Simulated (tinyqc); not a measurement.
Space-charge-limited current through a thin insulating or semi-insulating film with traps: one step, computed by the program tinyqc. Command: `OMP_NUM_THREADS=1 python tinyqc.py 3005609 3005610 out.jsonl sclc walk`. One thread of a shared host (Intel(R) Xeon(R) Processor @ 2.30GHz), about 0.01 s of CPU time with the checks.

One ohmic injecting contact at x = 0 (field zero), drift only, non-degenerate free carriers.

Problem. Equilibrium and landmark voltages. Free density n_0 = N_c exp(-E_0/k_B T) in equilibrium; trapped density n_t(n) = N_t (n/N_c)^(T/T_c) (the low-temperature form). theta = n/(n + n_t) at the anode density; trap-filled-limit voltage V_TFL = e (N_t - n_t(n_0)) d^2/(2 eps eps_0).

Inputs (values chosen for the exercise, modelled on HfO2):

| quantity | value | unit |
|---|---|---|
| permittivity eps | 22 | - |
| effective density of states N_c | 9.8e+19 | 1/cm^3 |
| trap density N_t | 1.4e+17 | 1/cm^3 |
| equilibrium Fermi level below the band edge, E_0 | 0.59 | eV |
| thickness d | 210 | nm |
| free density at the anode, in units of N_c | 0.00053 | - |
| temperature T | 300 | K |
| characteristic temperature T_c | 1600 | K |

Traps: exponential tail.

Constants: k_B = 8.617333262e-05 eV/K; e = 1.602176634e-19 C; eps_0 = 8.8541878128e-12 F/m.

Give: n_0; n_t(n_0); theta; V_TFL.

Solution.

n_0 = 1.2013e+10 1/cm^3

n_t(n_0) = 1.9396e+15 1/cm^3

theta = 0.60413

V_TFL = 2.5039 V
